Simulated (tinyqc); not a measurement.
Keating valence-force model of a tetrahedral crystal: one step, computed by the program tinyqc.

Atom A sits at 0 and atom B at a/4 (1,1,1) of an fcc lattice; the four bonds from A are t = a/4 (1,1,1), a/4 (1,-1,-1), a/4 (-1,1,-1), a/4 (-1,-1,1), of length d = sqrt(3) a/4. Energy: E = (3 alpha/(8 d^2)) sum over bonds (r.r - d^2)^2 + (3 beta/(8 d^2)) sum over pairs of bonds at one atom (r_i.r_j + d^2/3)^2, with beta_A for the six pairs at A and beta_B for the six at B. The cell holds two atoms, Omega = a^3/4. 1 N/m = 1 J/m^2. With constants fitted to the elastic moduli this model puts optical and zone-boundary frequencies of real crystals too high, by up to about 20 % in elemental crystals and up to about 50 % in compounds, and mostly by more for TA modes; in compounds the lattice part of the static dielectric constant then comes out too low.

Task: LO-TO splitting. The long-range field adds 4 pi Z*^2 (e^2/(4 pi eps_0))/(eps_inf Omega mu) to lambda for the longitudinal mode at q -> 0; lambda = (nu/15.6333042 THz)^2; eps_0 = eps_inf (nu_LO/nu_TO)^2 (Lyddane-Sachs-Teller; here eps_0 is the static dielectric constant).

Inputs (values chosen for the exercise, modelled on cadmium telluride): lattice constant a = 6.48 angstrom; Born charge Z* = 2.21 e; eps_inf = 7.2.

Structure: zinc blende.

nu_TO at G = 5.701181 THz

reduced mass mu = 59.76216 u

Constants: nu for 1 eV/(angstrom^2 u) = 15.6333042 THz; e^2/(4 pi eps_0) = 14.39964548 eV angstrom.

Give: nu_LO at G; static dielectric constant.

Result:

nu_LO at G = 6.315 THz

static dielectric constant = 8.835

The splitting is 10.8 % of nu_TO, and the lattice adds 1.63 to the dielectric constant.
